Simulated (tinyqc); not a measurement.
Grain-boundary trapping model (Seto) of a polycrystalline semiconductor film. Changing the trap density Q_t. Computed by tinyqc, a small Python program. Command: `OMP_NUM_THREADS=1 python tinyqc.py 3005224 3005225 out.jsonl poly sweep`. One thread of a shared host (Intel(R) Xeon(R) Processor @ 2.30GHz), about 0.01 s of CPU time with the checks.

Grains of equal size L are joined by thin boundaries with one trap level. Trapped carriers deplete a width W on each side and raise a barrier, crossed by thermionic emission. Dopants are fully ionised, statistics are non-degenerate and mu_g does not depend on T.

Inputs (values chosen for the exercise, modelled on polycrystalline silicon): permittivity eps = 11.7; effective mass m = 0.29 m_0; effective density of states at 300 K, N_c = 2.9e+19 1/cm^3; grain size L = 240 nm; trap level E_t below the band edge = 0.33 eV; doping N = 3.7e+16 1/cm^3; mobility inside the grains mu_g = 170 cm^2/(V s); temperature T = 250 K.

Grain interior: resistance included.

Constants: k_B = 8.617333262e-05 eV/K; e = 1.602176634e-19 C; eps_0 = 8.8541878128e-12 F/m; m_0 = 9.1093837015e-31 kg; k_B = 1.380649e-23 J/K.

Method:
- N_c(T) = N_c (T/300 K)^(3/2). Filled traps Q = Q_t/(1 + (1/2) exp((E_t* - E_F)/k_B T)), where E_t* = e V_B - E_t and E_F are counted from the band edge at the grain centre. Partial depletion: Q = 2 N W, V_B = e N W^2/(2 eps eps_0), E_F = k_B T ln(N/N_c); solve for W. If that W would exceed L/2 the grain is fully depleted: W = L/2, Q = N L, and E_F follows from the trap equation. Centre density n_0 = N_c exp(E_F/k_B T).
- Boundary: sigma_b = L e^2 n_0 exp(-e V_B/k_B T)/sqrt(2 pi m k_B T); drift through the grain, depleted parts included: rho_g = [(1 - 2W/L) + (2W/L) int_0^1 exp(y^2 s^2) ds]/(e n_0 mu_g); rho = 1/sigma_b + rho_g. Mean carrier density n_av = n_0 [(1 - 2W/L) + (2W/L) (sqrt(pi)/2) erf(y)/y], y = sqrt(e V_B/k_B T); effective mobility 1/(e n_av rho).
- E_a = d ln(rho)/d(1/k_B T) from T - 5 K and T + 5 K; temperature coefficient d ln(rho)/dT.

One run for each value; columns: (1) trap density Q_t (1/cm^2); (2) resistivity rho (ohm cm); (3) barrier V_B (V); (4) effective mobility (cm^2/(V s)); (5) activation energy E_a (eV):
```
(1)              (2)      (3)         (4)      (5)
2.80e+11  1.6030e+00  0.04093  1.1998e+02  0.01375
4.40e+11  1.0268e+01  0.09979  2.3137e+01  0.08879
6.90e+11  2.3155e+02  0.17263  1.3119e+00  0.28624
1.70e+12  1.7480e+03  0.21782  2.0293e-01  0.33024
2.80e+12  3.3589e+03  0.23231  1.1117e-01  0.33433
4.40e+12  5.6336e+03  0.24375  6.9077e-02  0.33652
6.90e+12  9.0914e+03  0.25433  4.4498e-02  0.33807
1.10e+13  1.4612e+04  0.26480  2.8791e-02  0.33932
```

Give the missing row, trap density Q_t (1/cm^2) = 1.10e+12.

Computed row; columns: (1) trap density Q_t (1/cm^2); (2) resistivity rho (ohm cm); (3) barrier V_B (V); (4) effective mobility (cm^2/(V s)); (5) activation energy E_a (eV):
```
(1)              (2)      (3)         (4)      (5)
1.10e+12  8.4513e+02  0.20165  3.9677e-01  0.32224
```

Interpolating between the two neighbouring rows (the first column on a logarithmic scale, the others too where they are positive) misses most in effective mobility (cm^2/(V s)), by 26 %. Over the rows, resistivity rho (ohm cm) rises from 1.60 to 14600 (exponent d ln y / d ln x 4.1 between the first rows and 1.0 between the last); barrier V_B (V) rises from 0.0409 to 0.265 (exponent d ln y / d ln x 2.0 between the first rows and 0.086 between the last); effective mobility (cm^2/(V s)) falls from 120 to 0.0288 (exponent d ln y / d ln x -3.6 between the first rows and -0.93 between the last). Lowering Q_t, as passivation does, from the last row to the first cuts rho by 4.0 decades.

Caution (rows 2.80e11): e V_B is below 2 k_B T, where the depletion approximation fails and the mean density does not balance the trapped charge.
